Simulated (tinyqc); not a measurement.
Band offsets of oxides on a semiconductor by the charge-neutrality-level model: one step of the calculation.

Each material has a charge-neutrality level at the depth Phi = chi + Eg - CNL below vacuum. For oxide B on semiconductor A, dEc = (chiA - PhiA) - (chiB - PhiB) + S (PhiA - PhiB), dEv = EgB - EgA - dEc, with the pinning factor S = 1/(1 + 0.1 (eps_inf - 1)^2) of the oxide. S = 1 is the affinity rule, S = 0 aligns the two levels.

Task. One oxide. Depths of both levels, S and the two offsets.

Parameters, values chosen for the exercise; substrate values close to those of gallium arsenide:

| symbol | value | unit | meaning |
|---|---|---|---|
| EgA | 1.41 | eV | gap of the semiconductor |
| chiA | 4.12 | eV | its electron affinity |
| cA | 0.54 | eV | its charge-neutrality level above the valence edge |

oxide values (close to zirconium oxide): Eg (eV) 5.68, chi (eV) 2.5, CNL (eV) 3.63, eps_inf 4.94

Find: PhiA; PhiB; S; dEc; dEv.

Result.

PhiA = 4.9900 eV
PhiB = 4.5500 eV
S = 0.39179
dEc = 1.3524 eV
dEv = 2.9176 eV

The limits are dEc = 1.62 eV (S = 1) and 1.18 eV (S = 0).

Range of the model: The model ignores the chemistry of the actual interface, which can move offsets by several tenths of an eV.

tinyqc, about 0.01 s, one thread, Intel Xeon 2.30GHz (shared host): `OMP_NUM_THREADS=1 python tinyqc.py 2410172 2410173 out.jsonl`
